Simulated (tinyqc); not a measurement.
A square-lattice strip 2 sites wide, recursive Green functions: two steps of the calculation.

The device has N = 4 slices of 2 site(s), nearest-neighbour hopping -t, and site energies U; the leads are semi-infinite continuations with site energy 0. V = <i+1|H|i> = -t 1.

Values chosen for this exercise: hopping (matrix element -t) t = 1.6 eV; site energies, slice by slice (2 a slice) U = [0.79, 0.97, -1.09, 1.13, 0.92, -0.64, -0.21, 0.2] eV; energy E = 2.71 eV.

Task 1. Slice 1. Forward pass: g_1 = (E - H_1 - Sigma)^(-1), g_i = (E - H_i - V g_(i-1) V^dagger)^(-1), with Sigma also subtracted on the last slice; G_(i,1) = g_i V G_(i-1,1), starting from g_1. H_i is the block of slice i: its site energies on the diagonal and -t between neighbouring rows.

Sigma (eV):
```
                        1                       2
1  0.63319237-0.75032909i  0.07819237+0.75032909i
2  0.07819237+0.75032909i  0.63319237-0.75032909i
```

Give: g_1.

Result 1.

g_1 (1/eV):
```
                  1                 2
1  0.11894-0.29729i  0.25334+0.31765i
2  0.25334+0.31765i  0.10974-0.33940i
```

Task 2. Slice 3. 

g_2 (1/eV):
```
                        1                       2
1  0.21602629-0.09216816i  0.02423042+0.18652476i
2  0.02423042+0.18652476i  0.38280492-0.37747836i
```

G_(2,1) (1/eV):
```
                         1                        2
1   0.08770713+0.03237462i  -0.23995384-0.09202504i
2  -0.44035218-0.06551795i   0.22274971+0.18623512i
```

Wanted: g_3; G_(3,1).

Result 2.

g_3 (1/eV):
```
                1               2
1  0.4161-0.6622i  0.0624+0.4881i
2  0.0624+0.4881i  0.1364-0.3598i
```

G_(3,1) (1/eV):
```
                 1                2
1  -0.0999+0.4218i   0.3805-0.3855i
2   0.1504-0.3109i  -0.2037+0.2842i
```

tinyqc, about 0.01 s, one thread, Intel Xeon 2.30GHz (shared host): `OMP_NUM_THREADS=1 python tinyqc.py 2660047 2660048 out.jsonl`
